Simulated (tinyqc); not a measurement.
From mu/mu_0 back to electric field F: hot carriers by balance equations with a heated Maxwellian. Computed by tinyqc, a small Python program. Command: `OMP_NUM_THREADS=1 python tinyqc.py 3030094 3030095 out.jsonl hot inv`. One thread of a shared host (Intel(R) Xeon(R) Processor @ 2.30GHz), about 0.05 s of CPU time with the checks.

The carriers follow a Maxwellian at an electron temperature T_e, slightly displaced; the drift energy is neglected against k_B T_e. The balance averages the rate, not the time, so mu_0 lies below the relaxation-time value.

Inputs (values chosen for the exercise, modelled on holes in germanium):

| quantity | value | unit |
|---|---|---|
| effective mass m | 0.297 | m_0 |
| density rho | 5323 | kg/m^3 |
| sound velocity v_l | 5220 | m/s |
| acoustic deformation potential D_A | 5.4 | eV |
| phonon energy hbar w | 38.6 | meV |
| optical or intervalley deformation potential D_o | 9 | 1e8 eV/cm |
| final valleys Z_f | 1 | - |
| lattice temperature T | 500 | K |
| iteration cap | 300 | - |

Band: parabolic. Solver: Newton.

Constants: k_B = 8.617333262e-05 eV/K; k_B = 1.380649e-23 J/K; e = 1.602176634e-19 C; hbar = 1.054571817e-34 J s; m_0 = 9.1093837015e-31 kg; hbar = 6.582119569e-16 eV s.

Method:
- Parabolic band: E = hbar^2 k^2/(2 m), speed v = hbar k/m, states per spin, volume and energy g(E) = m k/(2 pi^2 hbar^2). Masses are multiplied by m_0 and all formulas are in SI units.
- Phonon occupation N_q = 1/(exp(hbar w/(k_B T)) - 1).
- Acoustic deformation potential (elastic, equipartition, absorption and emission together): 1/tau = 2 pi k_B T D_A^2 g(E)/(hbar rho v_l^2).
- Optical or intervalley deformation potential: 1/tau = (pi Z_f D_o^2/(rho w)) [N_q g(E + hbar w) + (N_q + 1) g(E - hbar w)], with g = 0 below the band edge.
- Averages over the Maxwellian, <y> = int y x^(1/2) exp(-x) dx / int x^(1/2) exp(-x) dx with x = E/(k_B T_e), split at x_0 = hbar w/(k_B T_e): 64 Gauss-Legendre points in sqrt(x) below it and 128 in sqrt(x - x_0) above it, up to x = 32. Momentum balance: mu(T_e) = e/(m nu), nu = <x (sum of rates)>/<x>. Power lost per carrier: P(T_e) = hbar w <emission rate - absorption rate> + <(2 m v_l^2/(k_B T)) (E - 2 k_B T) acoustic rate>.
- Energy relaxation time at weak heating: tau_E = (3/2) k_B / (dP/dT_e), the derivative by a central difference of +/- 0.5 K at T_e = T.
- Newton: h(T_e) = P - e mu F^2, T_new = T_e - h/h', with h' by a central difference of +/- 0.5 K, limited to the range T to 3 T_e.
- Start at T_e = 1.5 T; stop when T_e moves by less than 1e-6 K or exceeds 1e6 K.
- v = mu(T_e) F; warm-carrier coefficient (mu/mu_0 - 1)/F^2.

Task: A run gave the result below. Find the electric field F, known to lie between 0.52 and 0.99 kV/cm.

mu/mu_0 = 0.9954147

Result:

Each step takes the trial c = (a f_b - b f_a)/(f_b - f_a), f being the result less the target and a, b, c the logarithms of the listed values; c replaces end b, the old b replaces a if the sign of f changed, and otherwise f_a is halved.

Scan of the range:

| electric field F (kV/cm) | mu/mu_0 |
|---|---|
| 0.520 | 0.997354 |
| 0.579 | 0.996724 |
| 0.644 | 0.995953 |
| 0.717 | 0.994994 |
| 0.799 | 0.993799 |
| 0.889 | 0.992346 |
| 0.990 | 0.990544 |

False position (Illinois rule, in the logarithm of the input) inside the bracket:

| step | end a | end b | trial | mu/mu_0 |
|---|---|---|---|---|
| 1 | 0.644000 | 0.717000 | 0.684012 | 0.995440 |
| 2 | 0.717000 | 0.684012 | 0.685819 | 0.995416 |
| 3 | 0.717000 | 0.685819 | 0.685974 | 0.995414 |
| 4 | 0.685819 | 0.685974 | 0.685901 | 0.995415 |

mu/mu_0 falls at every point of a 13-point scan of the range (every second point is shown), so one value fits; it is bracketed by 0.644 and 0.717. Answer: electric field F = 0.6859 kV/cm.
